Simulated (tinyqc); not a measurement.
Ballistic Schottky-barrier transistor with a one-dimensional channel, WKB contacts: one step of the calculation.

Source Fermi level 0, drain Fermi level -Vd. Far from the contacts Ec = pn - psi, and the gate moves psi one to one; the band edges relax as exp(-x/lam) from pn at the source and pn - Vd at the drain; Ev = Ec - Eg. A carrier of energy w inside the channel band meets at a contact a barrier of height D (the contact edge beyond the channel edge): T = 1 for w >= D, else exp(-S), S = 4 lam sqrt(m/C) [sqrt(D - w) - sqrt(w) arctan sqrt((D - w)/w)], C = hbar^2/(2 m0). The two contacts combine as Ts Td/(Ts + Td - Ts Td).

Question. Current of the electrons on a coarse grid. I = g (2 q^2/h) int T(w) [f(Es + w) - f(Ed + w)] dw, f(y) = 1/(1 + exp(y/Vt)). Electrons: Ds = psi, Dd = psi - Vd, Es = Ec, Ed = Ec + Vd. Holes: Ds = -psi, Dd = Vd - psi, Es = -Ev, Ed = -Ev - Vd. The size of each current is taken; both flow from drain to source and add. Simpson's rule on nE equally spaced w from 0 to wm.

Inputs (values chosen for the exercise); channel values close to those of a silicon nanowire with silicide contacts: temperature T = 250 K; barrier for electrons at both contacts pn = 0.71 eV; electron mass mn = 0.2 m0; valleys or subbands g = 2; screening length at the contacts lam = 3.6 nm; drain bias Vd = 0.3 V; band shift psi of the channel by the gate ps = 0.48 V; upper end of the grid wm = 0.63 eV; points of the grid nE = 13.

Constants: q = 1.602176634e-19 C, kB = 1.380649e-23 J/K, hbar = 1.054571817e-34 J s, h = 6.62607015e-34 J s, m0 = 9.1093837015e-31 kg, Vt = kB T/q, hbar^2/(2 m0) = 0.0380998212 eV nm^2. Results are converted to the units shown.

Find: w; Ts; Td; T; size of the supply difference; current.

Answer.

```
point   w (eV)          Ts         Td           T  size of the supply difference
0      0.00000  1.1829e-10  8.3356e-7  1.1827e-10                      2.3088e-5
1      0.05250   4.8080e-6   0.014713   4.8064e-6                      2.0186e-6
2      0.10500   1.8158e-4    0.21569   1.8146e-4                      1.7648e-7
3      0.15750   0.0021223    0.80467   0.0021212                      1.5429e-8
4      0.21000    0.013280     1.0000    0.013280                      1.3489e-9
5      0.26250    0.054797     1.0000    0.054797                     1.1793e-10
6      0.31500     0.16514     1.0000     0.16514                     1.0311e-11
7      0.36750     0.38347     1.0000     0.38347                     9.0143e-13
8      0.42000     0.70126     1.0000     0.70126                     7.8809e-14
9      0.47250     0.98514     1.0000     0.98514                     6.8901e-15
10     0.52500      1.0000     1.0000      1.0000                     6.0238e-16
11     0.57750      1.0000     1.0000      1.0000                     5.2664e-17
12     0.63000      1.0000     1.0000      1.0000                     4.6043e-18
```

current = 8.1458e-10 uA

Range of the model: No scattering, image-force lowering, channel charge or band-to-band tunnelling; parabolic kappa overstates S deep in the gap.

Computed by the program tinyqc: `OMP_NUM_THREADS=1 python tinyqc.py 2390118 2390119 out.jsonl`, one thread of a shared Intel Xeon 2.30GHz, about 0.09 s for the whole run.
